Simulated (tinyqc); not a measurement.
# One-diode model of a solar cell: two studies

J is the current delivered and Vj = V + J Rs the junction voltage. J = X JL - J01 (exp(Vj/(n1 Vt)) - 1) - Vj/Rp. The photocurrent does not depend on voltage.

Values chosen for this exercise; values of the order met in cells of cadmium telluride:
```
symbol    value      unit                          meaning
T           273         K                      temperature
JL         26.9   mA/cm^2          photocurrent at one sun
X           0.1      suns                    concentration
J01     2.4e-11    A/cm^2  saturation current of the diode
n1          1.6               ideality factor of the diode
Rs         0.73  ohm cm^2                series resistance
Rp         1000  ohm cm^2                 shunt resistance
Pin         100   mW/cm^2        incident power at one sun
```

Constants: q = 1.602176634e-19 C, kB = 1.380649e-23 J/K, Vt = kB T/q. Results are converted to the units shown.

Each table varies one quantity; the others keep the values above.

## Effect of the concentration

Jsc at V = 0, Voc at J = 0, the maximum power point where J (1 + 2 Rs G) = G Vj with G = -dJ/dVj; FF = Vmp Jmp/(Voc Jsc); efficiency Vmp Jmp/(X Pin). Empirical fill factor without parasitics FF0 = (v - ln(v + 0.72))/(v + 1), v = Voc/(n1 Vt).

Effect of the concentration:

| X (suns) | Jsc (mA/cm^2) | Voc (V) | Vmp (V) | Jmp (mA/cm^2) | FF | efficiency (%) | FF0 |
|---|---|---|---|---|---|---|---|
| 0.01 | 0.2688 | 0.2690 | 0.1345 | 0.1344 | 0.2500 | 1.808 | 0.6240 |
| 0.04 | 1.075 | 0.6300 | 0.4802 | 0.5870 | 0.4161 | 7.046 | 0.7824 |
| 0.1 | 2.688 | 0.6866 | 0.5707 | 2.022 | 0.6252 | 11.54 | 0.7951 |
| 0.5 | 13.44 | 0.7561 | 0.6375 | 12.12 | 0.7601 | 15.45 | 0.8086 |
| 2 | 53.76 | 0.8098 | 0.6647 | 50.13 | 0.7654 | 16.66 | 0.8178 |
| 6 | 161.3 | 0.8516 | 0.6398 | 150.0 | 0.6989 | 16.00 | 0.8243 |
| 20 | 537.6 | 0.8970 | 0.5060 | 444.8 | 0.4668 | 11.25 | 0.8308 |
| 80 | 1255 | 0.9493 | 0.4759 | 630.5 | 0.2518 | 3.751 | 0.8377 |
| 300 | 1359 | 0.9990 | 0.4996 | 679.6 | 0.2501 | 1.132 | 0.8437 |

What does the table show?

As X goes from 0.01 to 300, Voc rises from 0.269 to 0.999 V, FF goes from 0.250 through a maximum of 0.765 (at X = 2 among the rows listed) to 0.250 and the efficiency goes from 1.81 through a maximum of 16.7 (at X = 2 among the rows listed) to 1.13 %. Voc gains 86.7 mV a decade at the top and 600 mV at the bottom (n1 Vt ln 10 = 86.7 mV). Past the optimum the loss in Rs, which grows as J^2, outruns the gain in Voc: at the best row X JL Rs = 1.0 n1 Vt. For X = 0.01 v is below 10, outside the range of the formula for FF0. For X = 0.01, 0.04 the shunt carries over 0.3 of the photocurrent at open circuit, so it pulls Voc down and FF towards the 1/4 of a resistor. For X = 80, 300 Rs Jsc exceeds half of Voc, so the series resistance shapes the curve and drives FF towards the 1/4 of a resistor.

## Effect of the series resistance

Same model as above.

The same in every row: Voc (V) = 0.68657; FF0 = 0.79510.

Effect of the series resistance:

| Rs (ohm cm^2) | Jsc (mA/cm^2) | Vmp (V) | Jmp (mA/cm^2) | FF | efficiency (%) |
|---|---|---|---|---|---|
| 0 | 2.6900 | 0.57199 | 2.0226 | 0.62640 | 11.569 |
| 0.05 | 2.6899 | 0.57190 | 2.0225 | 0.62632 | 11.567 |
| 0.11 | 2.6897 | 0.57180 | 2.0224 | 0.62623 | 11.564 |
| 0.25 | 2.6893 | 0.57156 | 2.0223 | 0.62601 | 11.559 |
| 0.55 | 2.6885 | 0.57105 | 2.0219 | 0.62553 | 11.546 |
| 1.2 | 2.6868 | 0.56994 | 2.0212 | 0.62450 | 11.520 |
| 2.7 | 2.6828 | 0.56739 | 2.0195 | 0.62211 | 11.459 |
| 6 | 2.6740 | 0.56179 | 2.0157 | 0.61684 | 11.324 |

As Rs goes from 0 to 6, Voc stays at 0.687 V, FF falls from 0.626 to 0.617 and the efficiency falls from 11.6 to 11.3 %. Voc does not depend on Rs, since no current flows through it at open circuit; between the first two rows FF drops by 0.647 times rs = Rs Jsc/Voc in relative terms.

tinyqc, about 0.01 s, one thread, Intel Xeon 2.30GHz (shared host): `OMP_NUM_THREADS=1 python tinyqc.py 2280032 2280033 out.jsonl`
